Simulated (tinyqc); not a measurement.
All together: low-temperature mobility of a two-dimensional electron gas with static screening. Computed by tinyqc, a small Python program. Command: `OMP_NUM_THREADS=1 python tinyqc.py 3017464 3017465 out.jsonl twodeg walk`. One thread of a shared host (Intel(R) Xeon(R) Processor @ 2.30GHz), about 0.01 s of CPU time with the checks.

One subband is filled, the gas is degenerate and scatters at the Fermi circle; one permittivity serves on both sides of the interface. All formulas are in SI units, masses times m_0. Piezoelectric and polar phonons are left out, and n_s is taken as set by a gate, independent of N_i.

Inputs (values chosen for the exercise, modelled on an InAs channel): in-plane mass m = 0.0304 m_0; mass across the layer m_z = 0.0308 m_0; permittivity eps = 15.2; valley degeneracy g_v = 1; sheet density n_s = 6.5e+11 1/cm^2; depletion charge N_d = 3.7e+10 1/cm^2; roughness height Delta = 0.35 nm; correlation length Lambda = 4.1 nm; remote charge density N_i = 6.7e+10 1/cm^2; distance d of the charges from the interface = 38 nm; density rho = 5680 kg/m^3; sound velocity v_l = 4190 m/s; deformation potential D_A = 7.3 eV; temperature T = 40 K.

Wave function: Fang-Howard. Roughness spectrum: exponential.

Constants: m_0 = 9.1093837015e-31 kg; e = 1.602176634e-19 C; eps_0 = 8.8541878128e-12 F/m; hbar = 1.054571817e-34 J s; k_B = 1.380649e-23 J/K.

Method:
- k_F = sqrt(2 pi n_s/g_v); E_F = hbar^2 k_F^2/(2 m); q_TF = g_v m e^2/(2 pi eps eps_0 hbar^2); Fang-Howard parameter b = [12 m_z e^2 (N_d + 11 n_s/32)/(eps eps_0 hbar^2)]^(1/3), mean depth 3/b; effective field F = e (N_d + n_s/2)/(eps eps_0).
- Form factors with u = q/b: screening G(q) = [1 + 9u/8 + 3u^2/8]/(1 + u)^3, remote charge P(q) = exp(-q d)/(1 + u)^3. Dielectric function eps(q) = 1 + q_TF G(q)/q, with q = 2 k_F sin(theta/2).
- Roughness: <|U|^2> = (e F)^2 S(q), S = pi Delta^2 Lambda^2/(1 + q^2 Lambda^2/2)^(3/2).
- 1/tau_t = (m/(pi hbar^3)) int_0^pi (1 - cos theta) <|U|^2>/eps(q)^2 dtheta; the quantum rate 1/tau_q drops the factor (1 - cos theta); 200 Gauss-Legendre points in s with theta = pi s^2, s from 0 to 1; mu = e tau_t/m.
- Remote charges: <|U|^2> = N_i [e^2 P(q)/(2 eps eps_0 q)]^2.
- Unscreened deformation potential in equipartition: 1/tau = m D_A^2 k_B T I/(rho v_l^2 hbar^3), I = int |psi|^4 dz = 3 b/16 for the Fang-Howard function (used for both wave-function options); mu = e tau/m. Bloch-Grueneisen temperature T_BG = 2 hbar v_l k_F/k_B.
- At the Fermi circle the rates add, so 1/mu is the sum; sheet resistance 1/(n_s e mu); mean free path hbar k_F mu/e; the quantum time adds the rates 1/tau_q, with the isotropic acoustic rate e/(m mu).

roughness mobility = 2.47393e+06 cm^2/(V s)

remote-charge mobility = 8.16940e+07 cm^2/(V s)

acoustic mobility = 6.98842e+06 cm^2/(V s)

k_F = 0.202091 1/nm

tau_q, roughness = 39.6154 ps

tau_q, charges = 2.81114 ps

Mobilities:
```
process           mu (cm^2/(V s))  share of 1/mu (%)
roughness              2.4739e+06             72.239
remote charges         8.1694e+07             2.1876
acoustic phonons       6.9884e+06             25.573
```

mobility mu = 1.7872e+06 cm^2/(V s)

sheet resistance = 5.3730 ohm

mean free path = 23772 nm

Dingle ratio tau_t/tau_q = 12.024

What does the comparison show, and why?

The largest single share of 1/mu (72 %) belongs to roughness: the field presses the gas against the interface, and the rate goes as F^2. The Dingle ratio of 12.0 marks small-angle scattering by a smooth potential. Caution: E_F exceeds 1.1 (hbar^2 e^2 F^2/2 m_z)^(1/3), of the order of the first subband spacing (1.75 times that in a triangular well, less with self-consistent band bending), so a second subband may fill.

Extremes, crossings and ranges named in words are read from the listed rows.
